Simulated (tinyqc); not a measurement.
sp3s* tight binding: one step. The Hamiltonian without spin-orbit coupling.

sp3s* tight binding, nearest neighbours only: anion (a) at 0, cation (c) at a/4 (1,1,1), orbitals s, px, py, pz, s* on each; k in units of 2 pi/a. With phases e_j = exp(i (pi/2) k.n_j) for n = (1,1,1), (1,-1,-1), (-1,1,-1), (-1,-1,1): g0 = (e1+e2+e3+e4)/4, g1 = (e1+e2-e3-e4)/4, g2 = (e1-e2+e3-e4)/4, g3 = (e1-e2-e3+e4)/4. The diagonal holds the levels Esa, Epa, Exa (s*) and Esc, Epc, Exc. Anion-cation block: <sa|sc> = Vss g0; <sa|xc> = Vsapc g1; <xa|sc> = -Vscpa g1; <xa|xc> = Vxx g0; <xa|yc> = <ya|xc> = Vxy g3, <xa|zc> = <za|xc> = Vxy g2, <ya|zc> = <za|yc> = Vxy g1; <s*a|xc> = Vxapc g1; <xa|s*c> = -Vpaxc g1; y and z take g2 and g3 in place of g1; s-s* and s*-s* vanish.

Values chosen for the exercise (near a published set for Ge, fitted to gaps, whose masses and valley positions are rough; not measured data):
```
symbol  value   unit  meaning
Esa     -5.855  eV    s level of the anion
Epa     1.599   eV    p level of the anion
Esc     -5.855  eV    s level of the cation
Epc     1.599   eV    p level of the cation
Exa     6.341   eV    s* level of the anion
Exc     6.341   eV    s* level of the cation
Vss     -6.769  eV    s-s
Vxx     1.615   eV    px-px
Vxy     4.873   eV    px-py
Vsapc   5.507   eV    s anion, p cation
Vscpa   5.507   eV    s cation, p anion
Vxapc   5.221   eV    s* anion, p cation
Vpaxc   5.221   eV    p anion, s* cation
```

g0, g1, g2, g3: 0.5470542  0.4977810i  0.4977810i  -0.4529458

Problem. Fill in the 10 x 10 matrix.

Give: H(k).

Solution.

H(k) (eV), lower triangle (Hermitian):
```
           sa        xa        ya        za       s*a       sc      xc      yc      zc     s*c
sa    -5.8550
xa          0    1.5990
ya          0         0    1.5990
za          0         0         0    1.5990
s*a         0         0         0         0    6.3410
sc    -3.7030   2.7413i   2.7413i    2.4944         0  -5.8550
xc   -2.7413i    0.8835   -2.2072  -2.4257i  -2.5989i        0  1.5990
yc   -2.7413i   -2.2072    0.8835  -2.4257i  -2.5989i        0       0  1.5990
zc    -2.4944  -2.4257i  -2.4257i    0.8835   -2.3648        0       0       0  1.5990
s*c         0   2.5989i   2.5989i    2.3648         0        0       0       0       0  6.3410
```

Run: tinyqc, `OMP_NUM_THREADS=1 python tinyqc.py 1450495 1450496 out.jsonl`; Intel(R) Xeon(R) Processor @ 2.30GHz, one thread, shared host; about 0.07 s of CPU time with all checks.
